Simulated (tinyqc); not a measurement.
Capacitance of parallel on-chip lines from Laplace's equation on a mesh: two steps of the calculation.

Cross-section of an endless row of equal lines between two grounded planes; neighbours are driven in antiphase (+1 V and -1 V), so the plane midway between two lines is at 0 V. By symmetry one quarter is solved: x runs from the centre of a line (column 0, mirror) to that midplane (column 4, 0 V), y from the mid-height of the line (row 0, mirror) to the ground plane (row 4, 0 V). The line fills columns 0 to 2 and rows 0 to 2 at 1 V. Cells beside the line (below row 2) have e2, cells above have e1. Each link between nodes has the conductance g = mean permittivity of the two cells beside it (a cell beyond a mirror counts as 0), and the free nodes obey sum g (V_neighbour - V) = 0.

Parameters, values chosen for the exercise: relative permittivity above and below the lines e1 = 2.7; relative permittivity between the lines e2 = 2.

Constants: eps0 = 8.8541878128e-12 F/m. Results are converted to the units shown.

Problem 1. Link conductances. gx[j, i] joins node (row j, column i) to column i + 1, gy[j, i] to row j + 1.

Find: gx; gy.

Solution 1.

gx:
```
       col 0  col 1  col 2  col 3
row 0  1.000  1.000  1.000  1.000
row 1  2.000  2.000  2.000  2.000
row 2  2.350  2.350  2.350  2.350
row 3  2.700  2.700  2.700  2.700
row 4  1.350  1.350  1.350  1.350
```

gy:
```
       col 0  col 1  col 2  col 3  col 4
row 0  1.000  2.000  2.000  2.000  1.000
row 1  1.000  2.000  2.000  2.000  1.000
row 2  1.350  2.700  2.700  2.700  1.350
row 3  1.350  2.700  2.700  2.700  1.350
```

Problem 2. Capacitance per length. C = 4 eps0 sum g (difference of V)^2 over all links (twice the energy of the four quarters, line at 1 V). Plate estimate without fringing: eps0 [2 e1 w/hd + 2 e2 t/(s/2)], w = 4 hx, t = 4 hx, s/2 = 2 hx, hd = 2 hx.

converged V (V):
```
           col 0      col 1      col 2      col 3      col 4
row 0  1.0000000  1.0000000  1.0000000  0.4872438  0.0000000
row 1  1.0000000  1.0000000  1.0000000  0.4744876  0.0000000
row 2  1.0000000  1.0000000  1.0000000  0.4107065  0.0000000
row 3  0.4887702  0.4775403  0.4213912  0.2080244  0.0000000
row 4  0.0000000  0.0000000  0.0000000  0.0000000  0.0000000
```

gx:
```
       col 0  col 1  col 2  col 3
row 0      1      1      1      1
row 1      2      2      2      2
row 2   2.35   2.35   2.35   2.35
row 3    2.7    2.7    2.7    2.7
row 4   1.35   1.35   1.35   1.35
```

gy:
```
       col 0  col 1  col 2  col 3  col 4
row 0      1      2      2      2      1
row 1      1      2      2      2      1
row 2   1.35    2.7    2.7    2.7   1.35
row 3   1.35    2.7    2.7    2.7   1.35
```

Find: C; plate estimate.

Solution 2.

C = 234.16 aF/um
plate estimate = 166.46 aF/um

Numbers from tinyqc (`OMP_NUM_THREADS=1 python tinyqc.py 2790222 2790223 out.jsonl`; about 2 s on one thread of a shared Intel Xeon 2.30GHz).
